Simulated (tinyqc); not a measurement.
# Pillar capacitor in an array: capacitance, non-linearity, leakage and relaxation: what changes with what

A film between two metal electrodes, each interface adding a series capacitance ci. The small-signal permittivity is ek (1 + aq E^2); the field is found with the linear permittivity. Leakage J = J0 sinh(E/Ef). After a voltage step the film passes a relaxation current kr C V tt^(-nr), tt being the time in seconds. The sidewall is a coaxial capacitor with radii a = dm/2 and b = dm/2 + t, depth AR dm; the end face is left out.

Inputs (values chosen for the exercise); permittivity of the order of that of silicon nitride: relative permittivity of the film ek = 7.4; film thickness t = 22 nm; capacitance of each electrode interface (dead layer and screening) ci = 260 uF/cm^2; quadratic field coefficient of the permittivity aq = 0.0029 cm^2/MV^2; bias V = 2.5 V; exponent of the relaxation current nr = 0.976; strength of the relaxation kr = 0.00054; leakage prefactor J0 = 8.7e-10 A/cm^2; field for an e-fold rise of the leakage Ef = 0.24 MV/cm; diameter of the pillar dm = 160 nm; pitch of the square array pt = 370 nm; resistivity of the inner electrode rho = 300 uohm cm; duration of the write pulse t0 = 1e-7 s.

Constants: eps0 = 8.8541878128e-14 F/cm where lengths are in cm. Results are converted to the units shown.

Each table varies one quantity; the others keep the values above.

## Capacitance, non-linearity and leakage against thickness

Planar film: Cf = eps0 ek/t, 1/C = 1/Cf + 2/ci, EOT = 3.9 eps0/C, effective permittivity C t/eps0, E = (V/t) C/Cf; quadratic coefficient [C(V)/C - 1]/V^2 with Cf (1 + aq E^2) in C(V).

Results:
```
t (nm)  C (uF/cm^2)  EOT (nm)  effective permittivity  E (MV/cm)  quadratic coefficient (ppm/V^2)  J (A/cm^2)
2.8           2.299     1.502                   7.269      8.771                          3.492e4     3.233e6
4.2           1.542     2.240                   7.312      5.882                          1.584e4       19.14
6.1           1.065     3.241                   7.339      4.065                             7601    0.009862
8.9          0.7320     4.717                   7.358      2.793                             3599    4.931e-5
13           0.5021     6.878                   7.371      1.916                             1696    1.273e-6
28           0.2336     14.78                   7.387     0.8913                            367.9    1.782e-8
41           0.1596     21.63                   7.391     0.6090                            171.9    5.468e-9
60           0.1091     31.65                   7.394     0.4163                            80.35    2.388e-9
```

Estimate the missing row, t = 19 nm.

Computed row:
```
t (nm)  C (uF/cm^2)  EOT (nm)  effective permittivity  E (MV/cm)  quadratic coefficient (ppm/V^2)  J (A/cm^2)
19           0.3439     10.04                   7.380      1.312                            797.0    1.031e-7
```

With this row back in the table: C falls from 2.30 to 0.109 uF/cm^2 while the effective permittivity goes from 7.27 to 7.39 (ek = 7.4). EOT is a straight line in t with slope 3.9/ek = 0.527 and intercept 0.0266 nm. The quadratic coefficient goes as t^(-1.95) between the first two rows and t^(-2.00) between the last two (-2 without interfaces), and J falls by 15.1 decades. For t = 2.8 direct tunnelling, left out, would add to the leakage.

## Cell against the aspect ratio

Per length 1/c = ln(b/a)/(2 pi eps0 ek) + (1/a + 1/b)/(2 pi ci); cell capacitance c AR dm; per footprint over pt^2; fields c V/(2 pi eps0 ek r) at r = a and b; resistance of the inner electrode rho AR dm/(pi a^2); time constant R C/3 of the distributed line.

The same in every row: field at a (MV/cm) = 1.283; field at b (MV/cm) = 1.007.

Results:
```
AR   cell capacitance (fF)  per footprint (uF/cm^2)  R (kohm)  R C/3 (ps)
5                    1.352                   0.9879    0.1194     0.05381
10                   2.705                    1.976    0.2387      0.2153
20                   5.410                    3.952    0.4775      0.8610
30                   8.115                    5.928    0.7162       1.937
70                   18.93                    13.83     1.671       10.55
100                  27.05                    19.76     2.387       21.53
```

Estimate the missing row, AR = 50.

Computed row:
```
AR  cell capacitance (fF)  per footprint (uF/cm^2)  R (kohm)  R C/3 (ps)
50                  13.52                    9.879     1.194       5.381
```

With this row back in the table: As AR goes from 5 to 100, the cell capacitance rises from 1.35 to 27.0 fF, the capacitance per footprint rises from 0.988 to 19.8 uF/cm^2, the ratio of the two fields stays at 1.28 and R C/3 rises from 0.0538 to 21.5 ps; the time constant goes as AR^(2.00) between the first two rows and AR^(2.00) between the last two.

## Charge lost after writing

Planar film: Cf = eps0 ek/t, 1/C = 1/Cf + 2/ci, EOT = 3.9 eps0/C, effective permittivity C t/eps0, E = (V/t) C/Cf. A capacitor written for t0 and then left open loses, as a share of C V, kr (tt^(1 - nr) - t0^(1 - nr))/(1 - nr) by relaxation and J tt/(C V) by leakage; both are taken as small, and rows far outside that range are left out.

The same in every row: leakage current (nA/cm^2) = 48.99.

Charge lost after writing:
```
tt (s)  relaxation current (nA/cm^2)  loss by relaxation (%)  loss by leakage (%)  total loss (%)
1e-6                         2.879e5                 0.08683             6.594e-6         0.08684
1e-5                         3.043e4                  0.1786             6.594e-5          0.1787
0.0001                          3216                  0.2756             6.594e-4          0.2762
0.001                          339.9                  0.3781             0.006594          0.3846
0.01                           35.92                  0.4864              0.06594          0.5523
0.1                            3.796                  0.6008               0.6594           1.260
```

The two currents are equal at tt = 0.00728 s. The loss by relaxation grows from 0.0868 to 0.601 %, by 0.0918 points over the first decade and 0.114 over the last, while the loss by leakage grows tenfold a decade. Leakage is the larger loss for tt = 0.1 s.

tinyqc, about 0.01 s, one thread, Intel Xeon 2.30GHz (shared host): `OMP_NUM_THREADS=1 python tinyqc.py 2102155 2102156 out.jsonl`
